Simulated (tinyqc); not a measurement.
# Schottky diode by thermionic emission with image-force lowering and series resistance: a Richardson plot

Metal on an n-type semiconductor with one parabolic valley; V > 0 is forward bias (metal positive). I = I0 [exp(Vj/(n Vt)) - 1] with Vj = V - I Rs; I0 = S A* T^2 exp(-(phi - dphi)/Vt), the lowering dphi taken at zero bias.

A* = 4 pi q me m0 kB^2/h^3 (times 1e-4 for A/(cm^2 K^2)); Nc = 2 (2 pi me m0 kB T/h^2)^1.5 (times 1e-6 for cm^-3); xi = Vt ln(Nc/Nd), Vbi = phi - xi; surface field Em = sqrt(2 q Nd (Vbi - V - Vt)/(eps0 eps_r)); dphi = sqrt(q Em/(4 pi eps0 eps_r)). Here V = 0 in Em; phi is held fixed.

Values chosen for this exercise; band and dielectric values those of a made-up semiconductor: electron mass me = 0.0767 m0; relative permittivity eps_r = 12.5; barrier height seen from the metal phi = 0.52 eV; donor density Nd = 7.2e15 cm^-3; area S = 3.7e-5 cm^2.

Constants: q = 1.602176634e-19 C, kB = 1.380649e-23 J/K, h = 6.62607015e-34 J s, m0 = 9.1093837015e-31 kg, Vt = kB T/q, eps0 = 8.8541878128e-14 F/cm where lengths are in cm. Results are converted to the units shown.

A Richardson plot:
```
T (K)	dphi (meV)	I0 (A)	ln(I0/(S T^2))	1/Vt (1/V)
200	18.67	3.176e-12	-26.87	58.02
240	18.43	5.764e-10	-22.03	48.35
280	18.18	2.481e-8	-18.58	41.44
320	17.90	4.319e-7	-15.99	36.26
360	17.60	4.094e-6	-13.97	32.23
400	17.28	2.529e-5	-12.36	29.01
450	16.84	1.600e-4	-10.75	25.79
```

What does the table show?

I0 grows by 7.70 decades. The line through the end rows has the slope -0.4999 eV and the intercept ln(8.47 A/(cm^2 K^2)), against phi = 0.52 eV and A* = 9.22. The difference comes from the lowering: dphi falls from 18.7 to 16.8 meV.

Computed by the program tinyqc: `OMP_NUM_THREADS=1 python tinyqc.py 2640051 2640052 out.jsonl`, one thread of a shared Intel Xeon 2.30GHz, about 0.01 s for the whole run.
